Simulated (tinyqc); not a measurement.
Ionisation and resistivity against doping: donors with valley-orbit split 1s states.

Each donor binds at most one electron, in any of its states. For a site s, W_s = sum over its states of g exp(E/kT), and the ionised share is 1/(1 + W_s exp(eta)), eta = (EF - Ec)/kT; n = Nc F_1/2(eta); neutrality n + NA = ND x (mean ionised share); holes are neglected. Nc from N = 2 (m kB T/(4 pi c))^(3/2) with c = hbar^2/2m0, in 1/angstrom^3; times 1e24 for 1/cm^3, m = md. F_j(eta) = (1/Gamma(j + 1)) integral_0^infinity x^j dx/(1 + exp(x - eta)), which tends to exp(eta) for eta << 0.

Mobility (Caughey-Thomas form): mu = mu0 + (mu1 (T/300)^(-ga) - mu0)/(1 + ((ND + NA)/Nr)^de); rho = 1/(e n mu), e = 1.602176634e-19 C.

Constants: hbar^2/2m0 = 3.80998211 eV angstrom^2; kB = 8.617333262e-05 eV/K.

Values chosen for the exercise (near those of As in Si; shifted at random, so the results belong to these values and not to a real crystal): md = 1.062 m0 (density-of-states mass of the conduction band); E = (55.6, 33.5, 34) meV (binding energies of 1s(A1), 1s(T2), 1s(E)); g = (2, 6, 4) (their degeneracies with spin); T = 400 K; mu0 = 67 cm^2/(V s) (mobility at heavy doping); mu1 = 1398 cm^2/(V s) (mobility at light doping and 300 K); Nr = 9.7e+16 1/cm^3 (reference doping); de = 0.72 (doping exponent); ga = 2.3 (temperature exponent).

NA = 0.

Results:

| ND (1/cm^3) | n (1/cm^3) | n/ND | mu (cm^2/(V s)) | rho (ohm cm) | rho at full ionisation |
|---|---|---|---|---|---|
| 1.0e+14 | 1.00e+14 | 1.000 | 717 | 87.1 | 87.1 |
| 1.0e+15 | 9.99e+14 | 0.999 | 698 | 8.95 | 8.94 |
| 1.0e+16 | 9.91e+15 | 0.991 | 615 | 1.02 | 1.02 |
| 3.0e+16 | 2.93e+16 | 0.975 | 525 | 0.407 | 0.396 |
| 1.0e+17 | 9.26e+16 | 0.926 | 391 | 0.173 | 0.160 |
| 3.0e+17 | 2.47e+17 | 0.823 | 268 | 0.0943 | 0.0776 |
| 1.0e+18 | 6.42e+17 | 0.642 | 170 | 0.0573 | 0.0368 |
| 2.0e+18 | 1.05e+18 | 0.523 | 134 | 0.0447 | 0.0234 |

From 1e16 to 1e18 1/cm^3 rho falls by a factor 17.9, not 100: the mobility takes a factor 3.62 and incomplete ionisation 1.55. n/ND is below 0.9 from 3e+17 1/cm^3 on. From a few times 1e18 1/cm^3 on, depending on the dopant, the levels merge with the band, and already below that screening lowers the binding energy, so the last rows understate n.

Program tinyqc; command `OMP_NUM_THREADS=1 python tinyqc.py 1651486 1651487 out.jsonl`; about 0.01 s on one thread of a shared Intel(R) Xeon(R) Processor @ 2.30GHz.
